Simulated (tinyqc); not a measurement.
Inside a calculation. Model: read current of a NAND string, cells in series solved by shooting.

Numbers from tinyqc (`OMP_NUM_THREADS=1 python tinyqc.py 2142143 2142144 out.jsonl`; about 1 s on one thread of a shared Intel Xeon 2.30GHz). Printed values are rounded.

Cells in series, numbered from 0 at the source line (0 V) to the bit line, each followed by a gap resistance Rg. A cell with gate Vg, threshold VT, source Vs and drain Vd passes I = 2 nf K Vt^2 [F(Vs) - F(Vd)]/(1 + th max(Vg - VT, 0)), F(V) = ln^2(1 + exp((Vg - VT - nf V)/(2 nf Vt))). The selected cell has Vg = Vr, the others Vg = Vp.

Parameters, values chosen for the exercise; values of the order met in vertical NAND strings: temperature T = 358 K; gain factor of a cell K = 15 uA/V^2; slope factor nf = 2; mobility reduction factor th = 0.14 1/V; resistance of the gap between cells Rg = 8.9 kohm; bit-line voltage Vbl = 0.7 V; pass voltage Vp = 7 V; read voltage on the selected word line Vr = 3.03 V.

Constants: q = 1.602176634e-19 C, kB = 1.380649e-23 J/K, Vt = kB T/q. Results are converted to the units shown.

## Step 1: node voltages for a trial current

first trial current = 2.1 uA
thresholds from the source end, cell 0 to 4 (V): 1.1  -1.7  3.8  3.8  -1.7

For a trial current I start at 0 V and, cell by cell (the selected one is cell 0), solve for the drain: sqrt(F(Vd)) = sqrt(F(Vs) - I/k), k = 2 nf K Vt^2/(1 + th max(Vg - VT, 0)), Vd = [Vg - VT - 2 nf Vt ln(exp(sqrt F) - 1)]/nf, then add I Rg.

node voltage after each cell and gap, trial 1, cell 0 to 4 (V): 0.115706  0.171223  0.262709  0.359473  0.417262

## Step 2: node voltages for a trial current

second trial current = 3 uA

As before.

node voltage after each cell and gap, trial 2, cell 0 to 4 (V): 0.168788  0.248875  0.387370  0.540021  0.625388

## Course of the secant iteration

Secant steps on the end voltage less Vbl, from the two trials; a trial above the saturation current of a cell has no solution and is moved halfway to the previous trial. Stop below 1e-9 V.

Course of the iteration:
```
iteration   I (uA)  end voltage - Vbl (V)  halvings
1          3.32264                6.69e-3         0
2          3.29608               -1.64e-4         0
3          3.29672               -3.63e-7         0
4          3.29672               1.97e-11         0
```

Converged in 4 iterations to I = 3.2967 uA. The selected cell takes 22.5 % of the bit-line voltage and the gaps together 21.0 %.
